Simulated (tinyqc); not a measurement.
Ellipsometry and reflectance of a transparent film on an absorbing substrate: one step of the calculation.

Air (index 1), film, substrate with N2 = n2 - i k2; time factor exp(+i w t). q_j = sqrt(N_j^2 - sin^2 th), root with positive real part. Fresnel coefficients r_s = (q_a - q_b)/(q_a + q_b), r_p = (N_b^2 q_a - N_a^2 q_b)/(N_b^2 q_a + N_a^2 q_b). tan(Psi) exp(i Delta) = R_p/R_s, Delta taken from 0 to 360 degrees.

Question. Interface coefficients and thickness period. q0, q1, q2 and the coefficients r01 and r12 for p and s; the results repeat in d with the period lam/(2 q1).

Values chosen for this exercise; indices close to those of titanium dioxide on silicon:
```
symbol,value,unit,meaning
lam,632.8,nm,wavelength
th,70,degrees,angle of incidence
n1,2.423,,index of the transparent film
n2,3.882,,index of the substrate
k2,0.019,,extinction coefficient of the substrate
```

Find: q0; q1; q2; r01,p; r01,s; r12,p; r12,s; period.

Answer.

q0 = 0.3420
q1 = 2.233
q2 = 3.767-0.020i
r01,p = -0.05314
r01,s = -0.7344
r12,p = 0.2070-0.0022i
r12,s = -0.2555+0.0024i
period = 141.7 nm

tinyqc, about 0.2 s, one thread, Intel Xeon 2.30GHz (shared host): `OMP_NUM_THREADS=1 python tinyqc.py 2870225 2870226 out.jsonl`
